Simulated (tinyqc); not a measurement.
Electron mobility in a silicon inversion layer, empirical terms and Matthiessen rule: one step of the calculation.

Inversion layer of sheet density Ns on a uniformly doped body. The mobility terms are empirical power laws with prefactors chosen for the exercise; adding their inverses (Matthiessen) is itself an approximation.

Task. Inversion density for the measured current. I = (W/L) q Ns mu Vd. E = q (Ndep + eta Ns)/(eps0 eps_r) in MV/cm. With t = T/(300 K): muC = Ac (Ns/1e12 cm^-2) t/(Nb/1e17 cm^-3 + Nit/1e11 cm^-2), muP = Ap E^(-1/3) t^(-1.75), muS = As E^(-gs); 1/mu is the sum of the inverses. Ns(new) = I/((W/L) q mu Vd).

Parameters, values chosen for the exercise; material values close to those of silicon:
- T = 300 K (temperature)
- eps_r = 11.6 (relative permittivity of the semiconductor)
- Nb = 2.2e17 cm^-3 (body doping)
- eta = 0.5 (weight of the inversion charge in the effective field)
- Ap = 411 cm^2/(V s) (phonon-limited mobility at 1 MV/cm and 300 K)
- As = 1300 cm^2/(V s) (roughness-limited mobility at 1 MV/cm)
- gs = 2 (exponent of the roughness term)
- Ac = 3600 cm^2/(V s) (Coulomb prefactor)
- Nit = 6.2e11 cm^-2 (charge at the interface)
- WL = 20 (ratio W/L)
- Vd = 0.02 V (drain voltage)
- I = 99.5 uA (measured linear current)

Constants: q = 1.602176634e-19 C, eps0 = 8.8541878128e-14 F/cm where lengths are in cm. Results are converted to the units shown.

Ns after iteration 1 = 5.1842191e12 cm^-2
Ndep = 2.2908426e12 cm^-2

Give: E; mu; Ns after iteration 2.

Result.

E = 0.76170 MV/cm
mu = 320.67 cm^2/(V s)
Ns after iteration 2 = 4.8416e12 cm^-2

Numbers from tinyqc (`OMP_NUM_THREADS=1 python tinyqc.py 2510172 2510173 out.jsonl`; about 0.01 s on one thread of a shared Intel Xeon 2.30GHz).
